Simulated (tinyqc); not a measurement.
Gupta-type many-body potential for a metal: one step, computed by the program tinyqc.

E_i = sum_j A exp(-p (r_ij/r0 - 1)) - xi rho_i^gamma, with rho_i = sum_j exp(-2 q (r_ij/r0 - 1)); gamma = 1/2 is the tight-binding second-moment form. The crystal is fcc unless stated; d is the neighbour distance and a fixed number of shells is kept.

Question. Unrelaxed vacancy. Each neighbour j of the vacancy loses one repulsive term and one density term: E_v = sum_shells count x {-repulsion - xi [(rho - density)^gamma - rho^gamma]}. (The removed atom returns to a bulk-like site, so its own energy cancels.)

Inputs (values chosen for the exercise, modelled on lead): hopping xi = 0.896 eV; embedding exponent gamma = 0.5.

Shells:

| shell | count | r (angstrom) | repulsion (eV) | density |
|---|---|---|---|---|
| 1 | 12 | 3.503994 | 0.09849560 | 0.9938609 |
| 2 | 6 | 4.955396 | 0.00191070 | 0.0502348 |

density rho = 12.22774

repulsive energy = 1.193411 eV

Give: vacancy energy E_v; ratio E_v/E_c, E_c = xi rho^gamma less the repulsive energy.

Answer.

vacancy energy E_v = 0.4056 eV

ratio E_v/E_c, E_c = xi rho^gamma less the repulsive energy = 0.2091

A pair potential gives E_v = E_c; here the ratio is 0.21, as the remaining bonds of the neighbours strengthen when one is lost.
